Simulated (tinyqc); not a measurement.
What moves the results: temperature and isotope dependence of a band gap in oscillator models. A value that a table varies takes the place of the one given here.

E(T) = E0 - sum_i sl_i th_i n_i(T), n = 1/(exp(th/T) - 1). The same coupling lowers the gap at 0 K by the zero-point term ZP = sum_i sl_i th_i/2, so the gap of the static lattice is E0 + ZP. Thermal expansion is taken as part of the slopes.

Two-parameter forms are made to pass through the falls at the two temperatures T12: Varshni aV T^2/(T + bV), from the line T^2/fall = (T + bV)/aV; one oscillator s1 t1/(exp(t1/T) - 1), with t1 from the ratio of the falls.

Constants: kB = 8.617333262e-05 eV/K; hbar^2/2m0 = 3.80998211 eV angstrom^2.

Parameters, chosen for this exercise (near those of InAs; not measured data): E0 = 0.418 eV (gap at 0 K); th = (51, 174) K (temperatures of two oscillators); sl = (0.1043, 0.1777) meV/K (their high-temperature slopes); T12 = (90, 190) K (temperatures of the fits); mm = 0.1 m0 (geometric mean of the density-of-states masses); T = 400 K (temperature).

## How far the fits carry

Falls of the gap from E0, and errors of the two fits against the model.

Results:
```
T (K)  fall (meV)  Varshni - model (meV)  one oscillator - model (meV)  fall/ZP
20           0.46                   0.41                         -0.35    0.025
50           3.98                   0.58                         -0.45    0.220
100         14.58                  -0.14                          0.06    0.805
200         40.61                   0.16                         -0.04    2.241
300         68.04                   2.82                         -0.60    3.755
400         95.85                   6.79                         -1.29    5.290
600        151.86                  16.65                         -2.81    8.381
800        208.07                  27.76                         -4.40   11.483
```

Below the first fit point the largest errors are +0.58 meV (Varshni, 50 K, on a fall of 3.98 meV) and -0.45 meV (one oscillator, 50 K); a T^2 law cannot freeze out; a single oscillator misses the soft modes. At 800 K, beyond the second fit point, they are +27.8 and -4.4 meV, so the oscillator extrapolates better here. The thermal fall equals ZP between 100 and 200 K.

## What the shift does to the intrinsic density

ni = 2 (mm kT/(4 pi c))^(3/2) exp(-E/2kT), c = hbar^2/2m0, with E(T) and with E0; 1 angstrom^-3 = 1e24 cm^-3. Apparent gap from an Arrhenius plot of ni/T^(3/2): E(T) - T dE/dT, dE/dT = -sum sl_i (th_i/T)^2 n_i (1 + n_i).

Results:
```
T (K)  E(T) (eV)  ni (cm^-3)  ni with E(T) / ni with E0  apparent gap (eV)
200       0.3774    7.59e+12                      3.248             0.4315
250       0.3638    1.30e+14                      3.522             0.4324
300       0.3500    9.12e+14                      3.728             0.4330
350       0.3361    3.80e+15                      3.889             0.4334
400       0.3221    1.14e+16                      4.017             0.4338
500       0.2942    5.62e+16                      4.208             0.4342
700       0.2380    3.93e+17                      4.444             0.4348
```

Using E0 in place of E(T) understates ni by a factor that rises from 3.25 to 4.44, towards exp(sum sl/2kB) = 5.1. The slope of an Arrhenius plot returns neither E(T) nor E0 but the intercept of the tangent, 0.4330 eV at 300 K, which lies 15 meV above E0 and tends to the static gap 0.4361 eV.

## What each parameter does

Gap at T, slope -sum sl_i (th_i/T)^2 n_i (1 + n_i) and ZP. Each row changes one parameter from the base and keeps the others.

Results:
```
case                         E(T) (eV)  dE/dT (meV/K)  ZP (meV)
base                            0.3221        -0.2791     18.12
T = 440 K                       0.3110        -0.2796     18.12
E0 = 0.428 eV                   0.3321        -0.2791     18.12
th = (51, 208) K                0.3247        -0.2779     21.14
sl = (0.1356, 0.1777) meV/K     0.3104        -0.3103     18.92
```

The largest shifts from the base row, up to three for each result and ties (the steps differ in size, so this ranks the rows, not the parameters). E(T) (eV): sl -0.0117, T -0.0112, E0 +0.0100. dE/dT (meV/K): sl -0.0313, th +0.0012, T -0.0005; unchanged at the printed digits by E0. ZP (meV): th +3.02, sl +0.80; unchanged at the printed digits by T and E0.

Run: tinyqc, `OMP_NUM_THREADS=1 python tinyqc.py 1850163 1850164 out.jsonl`; Intel(R) Xeon(R) Processor @ 2.30GHz, one thread, shared host; about 0.01 s of CPU time with all checks.
